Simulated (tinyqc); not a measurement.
# Random telegraph noise from one oxide trap in a small MOSFET, step by step

Computed by the program tinyqc: `OMP_NUM_THREADS=1 python tinyqc.py 2710105 2710106 out.jsonl`, one thread of a shared Intel Xeon 2.30GHz, about 0.01 s for the whole run. Printed values are rounded.

An acceptor-like trap exchanges electrons with the channel. Inversion charge Q = Cox u, u = n Vt W0(exp((Vg - VT)/(n Vt))), W0 the Lambert function, n = nf, Cox = eps0 eox/tox; linear regime Id = (W/L) mu Q Vd. Relative to threshold the surface potential rises by Vt ln(u/u0) and the oxide voltage by the rest of Vg - VT, with u0 = n Vt W0(1).

Values chosen for this exercise; values of the order met in silicon transistors:

| symbol | value | unit | meaning |
|---|---|---|---|
| T | 200 | K | temperature |
| eox | 3.9 |  | relative permittivity of the gate insulator (close to silicon dioxide) |
| tox | 1.3 | nm | insulator thickness |
| xt | 0.36 | nm | depth of the trap from the channel interface |
| E0 | 0.31 | eV | trap level above the channel Fermi level at threshold |
| s0 | 2e-15 | cm^2 | capture prefactor |
| EB | 0.42 | eV | capture barrier (lattice relaxation) |
| lt | 0.12 | nm | tunnelling decay length |
| vth | 2.1e7 | cm/s | thermal velocity |
| zi | 2.6 | nm | thickness of the inversion layer |
| VT | 0.42 | V | threshold voltage |
| nf | 1.13 |  | body factor |
| W | 180 | nm | gate width |
| L | 51 | nm | gate length |
| mu | 220 | cm^2/(V s) | mobility |
| asc | 0 | V s | scattering coefficient of the charged trap |
| Vd | 0.1 | V | drain voltage |
| Vg | 1.29 | V | gate voltage |

Constants: q = 1.602176634e-19 C, kB = 1.380649e-23 J/K, Vt = kB T/q, eps0 = 8.8541878128e-14 F/cm where lengths are in cm. Results are converted to the units shown.

Range of the model: VT is taken as given; short-channel effects and the uneven flow of current among few electrons are left out.

## Trap level, time constants and occupancy

N = Cox u/q; dpsi = Vt ln(u/u0); E = E0 - dpsi - (xt/tox)(Vg - VT - dpsi); capture time tc = 1/[(N/zi) vth s0 exp(-xt/lt - EB/Vt)]; emission time te = tc exp(-E/Vt); occupancy te/(tc + te).

u = 0.797697 V
N = 1.32251e13 cm^-2
dpsi = 0.0737597 V
E = 0.0157430 eV
tc = 0.360366 s
te = 0.144557 s
occupancy = 0.286295

The trap lies 0.91 Vt above the Fermi level, so it is filled 28.6 % of the time.

## Step height

A = W L; threshold step dV = q (1 - xt/tox)/(Cox A); gm/Id = 1/(u + n Vt); relative step dI/I = (gm/Id) dV + asc mu/A. Id as defined.

electrons in the channel N A = 1214.06
dV = 0.475097 mV
gm/Id = 1.22373 1/V
number part of dI/I = 0.0581392 %
dI/I = 0.0581392 %
Id = 164.525 uA
dI = 95.6537 nA

## Lorentzian spectrum

Spectrum S(f) = 4 dI^2/{(tc + te)[(1/tc + 1/te)^2 + (2 pi f)^2]}; corner fc = (1/tc + 1/te)/(2 pi); variance dI^2 tc te/(tc + te)^2. Give S at f = 0, at fc and at 10 fc.

fc = 1.54263 Hz
S(0) = 7.71532e-16 A^2/Hz
S(fc) = 3.85766e-16 A^2/Hz
S(10 fc) = 7.63893e-18 A^2/Hz
rms current = 43.2382 nA

The rms value is 0.452 of the step; it reaches its largest share, 1/2, when tc = te.
